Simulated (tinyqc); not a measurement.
From results back to parameters: zigzag graphene nanoribbon in tight binding. Two cases, with inputs chosen for the exercise.

Problem. The edge state of a wide zigzag ribbon has weight 1 - x^2 on the edge site, x = 2 cos(k/2), and its amplitude falls by x from chain to chain, 1.5 acc apart. The weight below belongs to a hidden k between 2 pi/3 and pi.

Find: k; decay length.

Method. x = sqrt(1 - weight), k = 2 arccos(x/2), decay length = -1.5 acc/ln x.

Case 1.

Values chosen (out of a larger set: near those used for graphene; not measured data): acc = 1.42 angstrom (bond length).

edge weight = 0.708601

Solution.

k = 2.595
decay length = 3.455 angstrom

Case 2.

Values chosen (out of a larger set: near those used for graphene; not measured data): acc = 1.42 angstrom (bond length).

edge weight = 0.807289

Solution.

k = 2.699
decay length = 2.587 angstrom

Computed by tinyqc, one run a case: `OMP_NUM_THREADS=1 python tinyqc.py N N+1 out.jsonl` with N = 1480346, 1480472; one thread of a shared Intel(R) Xeon(R) Processor @ 2.30GHz, about 0.01 s a run at most.
